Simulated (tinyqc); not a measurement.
Worked calculation: conductance of a narrow metal strip with scatterers (square lattice, Green functions). Values are carried at full precision from step to step, so a last printed digit may differ when a step is redone from the rounded ones.

A strip of W sites across with hard walls, site energy 0 and hopping -t. Mode n = 1 to W has profile chi_n(j) = sqrt(2/(W + 1)) sin(n j pi/(W + 1)) and energy en = -2t cos(n pi/(W + 1)); E = en - 2t cos(kn a). With z_n = exp(i kn a) (Im k > 0 for closed modes, |z| < 1) each lead gives the self-energy -t z_n in mode n. One column carries the site energies v, here a notch at the edge (a site raised out of reach). In the mode basis V_nm = sum_j chi_n(j) v_j chi_m(j), G = (E - en + 2 t z_n - V)^-1, and t_nm = 2t sqrt(sin(kn a) sin(km a)) G_nm in size for open modes. T = sum |t_nm|^2, conductance (2e^2/h) T.

Constants: e^2/h = 3.874045865e-05 S.

Parameters, chosen for this exercise (hopping and spacing of the size met in Cu or Al; the lattice is a model; the results hold for these values, not for the real material):
```
symbol  value       unit      meaning
t       1.29        eV        hopping
a       2.62        angstrom  spacing
W       3                     sites across
E       -2.38       eV        Fermi energy
v       (50, 0, 0)  eV        site energies in the scattering column
```

## Modes at the Fermi energy

For each n: en, cos(kn a) = (en - E)/(2t), z_n and the velocity 2 t a sin(kn a) (zero if closed).

Modes:
```
n  en (eV)  cos(k a)                 z  dE/dk (eV angstrom)
1  -1.8243   0.21537  0.21537+0.97653i               6.6010
2   0.0000   0.92248  0.92248+0.38604i               2.6095
3   1.8243   1.62959           0.34290               0.0000
```

2 of 3 modes are open, so the clean strip has a resistance of 6453 ohm, whatever its length.

## The scatterer in the mode basis

Form V_nm.

V (eV):
```
         n=1      n=2      n=3
n=1  12.5000  17.6777  12.5000
n=2  17.6777  25.0000  17.6777
n=3  12.5000  17.6777  12.5000
```

A single site couples every mode that has amplitude on it.

## Green function and transmission

E - en + 2 t z_n = 2t (z_n - cos(kn a)). Invert, form |t_nm|^2 = (2t)^2 Im(z_n) Im(z_m) |G_nm|^2 and sum. The added resistance is 1/(2 (e^2/h) T) less the same for the clean strip.

G (1/eV):
```
                 n=1              n=2              n=3
n=1  -0.0101-0.3330i  -0.0362+0.2286i   0.0485+0.0077i
n=2  -0.0362+0.2286i  -0.1296-0.1863i   0.1735+0.0275i
n=3   0.0485+0.0077i   0.1735+0.0275i  -0.2954-0.0368i
```

|t_nm|^2:
```
        n=1     n=2  n=3
n=1  0.7046  0.1344    0
n=2  0.1344  0.0511    0
n=3       0       0    0
```

T = 1.0245
added resistance = 6144 ohm

Mode 2 passes least (0.186) and mode 1 most (0.839); 26.2 % of the transmitted flux changes mode.

## Checks

- Transmitted plus reflected flux against the number of open modes: both 2.00000.

Run: tinyqc, `OMP_NUM_THREADS=1 python tinyqc.py 1451339 1451340 out.jsonl`; Intel(R) Xeon(R) Processor @ 2.30GHz, one thread, shared host; about 0.01 s of CPU time with all checks.
